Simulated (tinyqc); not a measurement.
## Strained alloy layer of GaSb and GaAs on (001) InP, model-solid band line-up: transition against well width

The layer is x parts of the first compound and 1 - x of the second, grown coherently on the third as substrate and barrier. Rows of the table: lattice constant a, average valence level Ea on an absolute scale, spin-orbit splitting so, gaps at Gamma, X and L, hydrostatic deformation potentials av and ac (Gamma), shear potential b, elastic constants, electron and heavy-hole (along z) masses. All are interpolated linearly in x; gaps get -C x (1 - x), taken wholly in the conduction band; real line-ups can differ from this model by 0.1 eV or more.

In-plane strain e = (a_substrate - a)/a, e_z = -2 (c12/c11) e, volume change 2 e + e_z. With v = 2 e + e_z and d = 2 b (e_z - e): Eav = Ea + av v; E_hh = Eav + so/3 - d/2; E_lh = Eav - so/6 + d/4 + sqrt(so^2 + so d + 9 d^2/4)/2; E_c = Ea + so/3 + EG + ac v (Gamma). Substrate: E_v = Ea + so/3, E_c = E_v + EG. Well depths: dEc = E_c(substrate) - E_c, dEhh = E_hh - E_v(substrate), dElh likewise; strained Gamma gap E_c - max(E_hh, E_lh); positive values confine carriers in the layer. Lowest level of a finite well of width Lw and depth V: kw Lw/2 = arctan(sqrt((mw/mb)(V - E)/E)), kw = sqrt(mw E/C), C = hbar^2/(2 m0), for electrons (dEc) and heavy holes (dEhh), mb from the substrate; transition E_c - E_hh + both levels, without exciton binding; wavelength h c/E.

Inputs (values chosen for the exercise):
```
symbol  value  unit                                      meaning
x        0.42        fraction of the first compound in the layer
CG       1.43    eV                      bowing of the Gamma gap
CX        1.2    eV                          bowing of the X gap
CL        1.2    eV                          bowing of the L gap
```

Constants: q = 1.602176634e-19 C, hbar = 1.054571817e-34 J s, h = 6.62607015e-34 J s, m0 = 9.1093837015e-31 kg, c = 299792458 m/s, hbar^2/(2 m0) = 0.0380998212 eV nm^2. Results are converted to the units shown.

Binary compounds, values chosen for the exercise:
```
              close to GaSb  close to GaAs  close to InP
a (angstrom)          6.096          5.653         5.869
Ea (eV)               -6.25          -6.92         -7.04
so (eV)               0.769          0.339         0.109
EG (eV)               0.736           1.43          1.32
EX (eV)                1.03           1.93          2.19
EL (eV)                0.82           1.71          1.92
av (eV)               0.791           1.15          1.27
ac (eV)               -6.92          -7.16         -5.03
b (eV)                -1.98          -1.69          -1.7
c11 (GPa)              89.3            117           102
c12 (GPa)              40.2           53.9          55.5
me (m0)              0.0392         0.0674        0.0808
mh (m0)               0.247          0.352         0.528
```

Result of one run:
```
electron level (meV)  heavy-hole level (meV)  transition energy (eV)  wavelength (nm)
5.103                                  1.770                  0.7699             1610
```

Which layer thickness Lw gave this result: 2.1, 3, 6.1, 12 or 25 nm?

Lw = 25 nm.

The whole series:
```
Lw (nm)  electron level (meV)  heavy-hole level (meV)  transition energy (eV)  wavelength (nm)
1.5                     29.80                   160.9                  0.9538             1300
2.1                     28.86                   108.4                  0.9003             1377
3                       27.14                   67.27                  0.8575             1446
4.3                     24.36                   39.45                  0.8269             1499
6.1                     20.63                   22.51                  0.8062             1538
8.7                     16.19                   12.29                  0.7916             1566
12                      12.17                   6.936                  0.7822             1585
18                      7.795                   3.289                  0.7742             1602
25                      5.103                   1.770                  0.7699             1610
```

The wavelength rises from 1300 to 1610 nm, towards 1625 nm for E_c - E_hh alone. The electron level goes as Lw^(-0.09) in the thinnest wells, where it reaches 96.5 % of the depth dEc = 30.9 meV, and as Lw^(-1.29) in the widest. One monolayer (a/2) more shifts the transition by about -9.0 meV at Lw = 3 nm. For Lw = 25 the layer exceeds hc = 22.5 nm, the single-layer Matthews-Blakeslee thickness for this strain (a capped well tolerates about twice as much).

Program tinyqc, `OMP_NUM_THREADS=1 python tinyqc.py 2690070 2690071 out.jsonl`; Intel Xeon 2.30GHz, shared host, one thread, about 0.01 s.
